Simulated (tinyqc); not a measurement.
# Worked calculation: thin film between two gates, subbands and threshold shift from confinement

Numbers from tinyqc (`OMP_NUM_THREADS=1 python tinyqc.py 2350162 2350163 out.jsonl`; about 0.09 s on one thread of a shared Intel Xeon 2.30GHz). Printed values are rounded.

Undoped body with a flat potential across it, hard walls, transport along x. Three valley pairs (g = 2 each) with the longitudinal mass along x, y or z. Non-parabolicity enters the subband edges through E (1 + al E) = gamma, so E = 2 gamma/(1 + sqrt(1 + 4 al gamma)); motion within a subband is taken as parabolic with the band-edge mass. Energies are counted from the bulk band edge.

Parameters, values chosen for the exercise; masses close to those of silicon: temperature T = 200 K; longitudinal mass ml = 0.9 m0; transverse mass mt = 0.187 m0; non-parabolicity al = 0 1/eV; film thickness (along z) t = 2.7 nm; widening of the box by penetration into the insulator dl = 0.3 nm.

Constants: q = 1.602176634e-19 C, kB = 1.380649e-23 J/K, hbar = 1.054571817e-34 J s, m0 = 9.1093837015e-31 kg, Vt = kB T/q, hbar^2/(2 m0) = 0.0380998212 eV nm^2. Results are converted to the units shown.

Range of the model: Below about 3 nm the effective-mass picture with bulk masses becomes unreliable.

## Lowest subbands

gamma = C (pi k/(t + dl))^2/mz, C = hbar^2/(2 m0). List the 6 lowest, labelled by valley axis and quantum numbers, with degeneracy g and N_k: N_k = g sqrt(mx my) m0 kB T/(pi hbar^2).

E_k, subband z1 to z4 (eV): [0.04642348, 0.1856939, 0.2234285, 0.2234285, 0.4178113, 0.7427756]
g, subband z1 to z4: [2, 2, 2, 2, 2, 2]
N_k, subband z1 to z4 (cm^-2): [2.692599e12, 2.692599e12, 5.907070e12, 5.907070e12, 2.692599e12, 2.692599e12]

## Threshold shift

Each subband has N_k = g sqrt(mx my) m0 kB T/(pi hbar^2); without degeneracy n = exp(EF/Vt) sum N_k exp(-E_k/Vt). Classical value Nc times t, Nc = sum over valleys of 2 g (m m0 kB T/(2 pi hbar^2))^1.5 with m = (mx my mz)^(1/3). Threshold shift dVT = Vt ln(classical value/sum N_k exp(-E_k/Vt)). Use the subbands listed.

shares, subband z1 to z4 (%): [99.95388, 0.03093, 0.00760, 0.00760, 0.00000, 0.00000]
sum N_k exp(-E_k/Vt) = 1.822015e11 cm^-2
Nc = 1.453949e19 cm^-3
classical value = 3.925663e12 cm^-2
dVT = 52.91348 mV

With all subbands dVT = 52.91 mV. The lowest edge lies at 46.4 meV; dVT is larger than that, since sum N_k exp(-(E_k - E_1)/Vt) falls short of the classical value.
